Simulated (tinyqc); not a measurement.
# CMOS inverter, nodal equation and switching: two studies

An n-channel pull-down (bn, VTn) and a p-channel pull-up (bp, VTp) share the input Vin and the output node Vout, which carries the load C. Transistor (EKV form, voltages against the body): I = 2 n b Vt^2 [F(vp - Vs) - F(vp - Vd)] from drain to source, F(v) = ln^2(1 + exp(v/(2 Vt))), vp = (Vg - VT + sg |Vd - Vs|)/n. n-channel bodies are at 0; for the p-channel device all voltages are counted down from Vdd. b in uA/V^2 gives I in uA. Static: In = Ip. Transient: C dVout/dt = Ip - In. No velocity saturation, no gate capacitance beyond C.

Inputs (values chosen for the exercise):
- T = 293 K (temperature)
- Vdd = 0.9 V (supply voltage)
- n = 1.22 (slope factor)
- sg = 0.042 (drain-induced barrier lowering)
- VTn = 0.42 V (n-channel threshold)
- VTp = 0.25 V (p-channel threshold (magnitude))
- bn = 570 uA/V^2 (gain factor of the pull-down transistor)
- bp = 1100 uA/V^2 (gain factor of the pull-up transistor)
- C = 1.4 fF (load capacitance)

Constants: q = 1.602176634e-19 C, kB = 1.380649e-23 J/K, Vt = kB T/q. Results are converted to the units shown.

Each table varies one quantity; the others keep the values above.

## Effect of the slope factor

VM solves In = Ip with Vin = Vout; VIL and VIH are the inputs of gain -1, NML = VIL - Vout(VIH), NMH = Vout(VIL) - VIH. For a step input the delay to Vdd/2 is tHL = C times the integral of dV/(In - Ip) from Vdd/2 to Vdd at Vin = Vdd, and tLH likewise with Ip - In from 0 to Vdd/2 at Vin = 0.

Results:
```
n,VM (V),gain at VM,NML (V),NMH (V),tHL (ps),tLH (ps)
1,0.5547,-23.80,0.4738,0.2461,8.570,2.543
1.1,0.5553,-23.80,0.4749,0.2478,9.417,2.767
1.2,0.5560,-23.80,0.4760,0.2489,10.27,3.002
1.4,0.5576,-23.80,0.4778,0.2497,11.98,3.489
1.5,0.5584,-23.80,0.4786,0.2496,12.83,3.736
1.6,0.5593,-23.80,0.4794,0.2492,13.68,3.984
```

Estimate the missing row, n = 1.3.

Computed row:
```
n,VM (V),gain at VM,NML (V),NMH (V),tHL (ps),tLH (ps)
1.3,0.5568,-23.80,0.4769,0.2495,11.12,3.244
```

With this row back in the table: As n goes from 1 to 1.6, VM rises from 0.555 to 0.559 V, the size of the gain stays near 23.8, tHL rises from 8.57 to 13.7 ps and tLH rises from 2.54 to 3.98 ps. The smaller margin is largest, 0.250 V, at n = 1.4 among the rows. In every row the overdrive passes 0.5 V, where velocity saturation, left out here, would lengthen the delays of short devices.

## Energy per operation against supply voltage

A chain of 50 such gates sets the cycle time tc = 50 (tHL + tLH)/2; per gate and cycle the switching energy is 0.1 C Vdd^2 and the leakage energy Vdd Ileak tc, Ileak the mean supply current at Vin = 0 and Vdd.

Energy per operation against supply voltage:
```
Vdd (V),tc (ns),switching (aJ),leakage (aJ),total (aJ)
0.25,1154,8.750,101.0,109.7
0.3,258.8,12.60,29.26,41.86
0.35,66.86,17.15,9.447,26.60
0.4,20.21,22.40,3.493,25.89
0.5,3.516,35.00,0.8692,35.87
0.6,1.282,50.40,0.4350,50.83
0.8,0.4592,89.60,0.2719,89.87
1,0.2644,140.0,0.2560,140.3
```

The total energy goes from 110 through a minimum of 25.9 (at Vdd = 0.4 V among the rows listed) to 140 aJ, while the cycle time falls from 1150 to 0.264 ns. Leakage makes up 92 % of the total in the first row and 0.18 % in the last. Below threshold the cycle lengthens exponentially and leakage flows for all of it, hence the minimum. Lower supplies are left out, since the output no longer swings to within 20 % of both rails. For Vdd = 0.8 to 1 V the overdrive passes 0.5 V, where velocity saturation, left out here, would lengthen the delays of short devices. For Vdd = 0.25 to 0.4 V the supply is below a threshold, where mismatch, left out here, dominates margins and delay.

Computed by the program tinyqc: `OMP_NUM_THREADS=1 python tinyqc.py 2340031 2340032 out.jsonl`, one thread of a shared Intel Xeon 2.30GHz, about 0.03 s for the whole run.
